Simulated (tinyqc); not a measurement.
# Nanowire ballistic transistor, top-of-the-barrier model: effect of the band edge at the barrier top above the source Fermi level at zero bias

At the top of the source barrier, states moving towards the drain are filled by the source (Fermi level 0) and states moving back by the drain (Fermi level -q Vd); nothing scatters. U is the shift of the band edge there, set by the capacitances CG, CD and CS (the total) and by the charge. Parabolic one-dimensional subband; the source is grounded.

N0 = gv sqrt(2 m kB T/pi)/hbar, CG = 2 pi eps0 eox/ln(1 + 2 tox/d), CS = CG/aG, n0 = n at U = 0 and Vd = 0. eta1 = -(E0 + U)/Vt, eta2 = eta1 - Vd/Vt, n = (N0/2)[F_(-1/2)(eta1) + F_(-1/2)(eta2)], F_(-1/2)(x) = (1/sqrt(pi)) int_0^infinity u^(-1/2)/(1 + exp(u - x)) du. U = UL + q (n - n0)/CS with UL = -(aG Vg + aD Vd), energies in eV. I = gv (2 q^2/h) Vt [ln(1 + exp eta1) - ln(1 + exp eta2)]. CQ = (q/Vt) dn/d(eta1).

Inputs (values chosen for the exercise); mass and valleys close to those of a monolayer dichalcogenide:
- T = 250 K (temperature)
- m = 0.506 m0 (effective mass)
- gv = 2 (valley degeneracy)
- eox = 3.9 (relative permittivity of the gate insulator)
- tox = 1.7 nm (insulator thickness)
- d = 6 nm (wire diameter)
- aG = 0.9 (gate control CG/CS)
- aD = 0.092 (drain control CD/CS)
- Vg = 0.8 V (gate voltage)
- Vd = 0.8 V (drain voltage)

Constants: q = 1.602176634e-19 C, kB = 1.380649e-23 J/K, hbar = 1.054571817e-34 J s, h = 6.62607015e-34 J s, m0 = 9.1093837015e-31 kg, Vt = kB T/q, eps0 = 8.8541878128e-14 F/cm where lengths are in cm. Results are converted to the units shown.

Effect of the band edge at the barrier top above the source Fermi level at zero bias:
```
E0 (eV),eta1,n (cm^-1),I (uA),mean velocity I/(q n) (cm/s),CQ/CS
0.1,14.409,1.2900e7,48.104,2.3274e7,0.62512
0.15,12.952,1.2224e7,43.239,2.2077e7,0.66041
0.2,11.566,1.1544e7,38.613,2.0877e7,0.70040
0.25,10.219,1.0841e7,34.115,1.9642e7,0.74757
0.3,8.9113,1.0109e7,29.750,1.8368e7,0.80452
0.35,7.6488,9.3447e6,25.536,1.7056e7,0.87525
0.4,6.4389,8.5425e6,21.501,1.5709e7,0.96597
0.45,5.2913,7.6954e6,17.681,1.4341e7,1.0858
```

Read the table: what changes, and by how much?

As E0 goes from 0.1 to 0.45 eV, n falls from 1.29e7 to 7.70e6 cm^-1, the mean velocity falls from 2.33e7 to 1.43e7 cm/s and the current falls from 48.1 to 17.7 uA. CQ/CS goes from 0.63 to 1.1. In every row higher subbands of the wire, left out here, could begin to fill.

Computed by the program tinyqc: `OMP_NUM_THREADS=1 python tinyqc.py 2400017 2400018 out.jsonl`, one thread of a shared Intel Xeon 2.30GHz, about 0.03 s for the whole run.
